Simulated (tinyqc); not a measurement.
Linear model of a band gap against the share of exact exchange: sweeps and comparisons. A value that a table varies takes the place of the one given here.

E(alpha) = E0 + S alpha. A wider gap screens less, modelled in the Penn form eps(alpha) = 1 + (e0 - 1)(EP/(EP + S alpha))^2 with a scale EP chosen for the exercise. A dielectric-dependent hybrid takes alpha = 1/eps.

Parameters, chosen for this exercise (of the order of those of diamond; shifted at random, so the results belong to these values and not to a real crystal):
- E0 = 4.04 eV (gap of the semi-local functional)
- S = 6.83 eV (slope dE/d(alpha))
- e0 = 6.44 (optical dielectric constant at alpha = 0)
- EP = 27.4 eV (energy scale of the screening)
- Et = 5.52 eV (target gap)

## Sweep of alpha

Also the exciton scale relative to alpha = 0, (m/m(0))(eps(0)/eps)^2, with a mass proportional to E + D, D = E0/2 + 0.3 eV, a k.p rule for direct gaps only.

Results:

| alpha | E (eV) | eps | alpha eps | exciton scale |
|---|---|---|---|---|
| 0.00 | 4.040 | 6.440 | 0.000 | 1.00 |
| 0.05 | 4.381 | 6.307 | 0.315 | 1.10 |
| 0.10 | 4.723 | 6.179 | 0.618 | 1.20 |
| 0.15 | 5.064 | 6.055 | 0.908 | 1.31 |
| 0.20 | 5.406 | 5.936 | 1.187 | 1.43 |
| 0.25 | 5.747 | 5.820 | 1.455 | 1.55 |
| 0.35 | 6.431 | 5.602 | 1.961 | 1.82 |
| 0.50 | 7.455 | 5.301 | 2.651 | 2.27 |

alpha eps reaches 1 between alpha = 0.15 and 0.2 (fixed point 0.166), and the target gap is met between 0.2 and 0.25. At the fixed point the gap is 5.18 eV, -0.34 eV from the target. From 0 to 0.25 the gap grows by 1.71 eV while eps falls by 10 %; the exciton scale, which takes both, grows by a factor of 1.55 (formal for an indirect gap).

## What each parameter does

Fixed point alpha = 1/eps(alpha), gap and eps there. Each row changes one parameter from the base and keeps the others.

Results:

| case | alpha | E (eV) | eps |
|---|---|---|---|
| base | 0.1662 | 5.175 | 6.016 |
| E0 = 3.636 eV | 0.1662 | 4.771 | 6.016 |
| S = 6.147 eV | 0.1651 | 5.055 | 6.058 |
| e0 = 7.084 | 0.1503 | 5.067 | 6.652 |
| EP = 24.66 eV | 0.1676 | 5.184 | 5.968 |

The largest shifts from the base row, up to three for each result and ties (the steps differ in size, so this ranks the rows, not the parameters). alpha: e0 -0.0159, EP +0.0013, S -0.0012; unchanged at the printed digits by E0. E (eV): E0 -0.404, S -0.121, e0 -0.109. eps: e0 +0.637, EP -0.048, S +0.043; unchanged at the printed digits by E0.

Computed by tinyqc, a small Python program: `OMP_NUM_THREADS=1 python tinyqc.py 1850370 1850371 out.jsonl` (the numbers bound the seed that draws the inputs); one thread of a shared host (Intel(R) Xeon(R) Processor @ 2.30GHz), about 0.01 s for the whole set of steps.
